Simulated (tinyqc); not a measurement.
## Junction parameters from two forward currents

Question. D(v) = J1 (exp(v/Vt) - 1) + J2 (exp(v/(2 Vt)) - 1). Find J1, J2 and the voltage 2 Vt ln(J2/J1) near which both parts are equal.

Inputs (values chosen for the exercise):
- T = 300 K (temperature)

Constants: q = 1.602176634e-19 C, kB = 1.380649e-23 J/K, Vt = kB T/q. Results are converted to the units shown.

junction voltages (V): 0.27  0.64
currents (uA/um): 3.2878052e-7  0.025798320

Answer. The current is linear in J1 and J2, so two points give two equations.

J1 = 4.50e-13 uA/um
J2 = 1.70e-9 uA/um
crossover = 0.426 V

Numbers from tinyqc (`OMP_NUM_THREADS=1 python tinyqc.py 2182236 2182237 out.jsonl`; about 0.2 s on one thread of a shared Intel Xeon 2.30GHz).
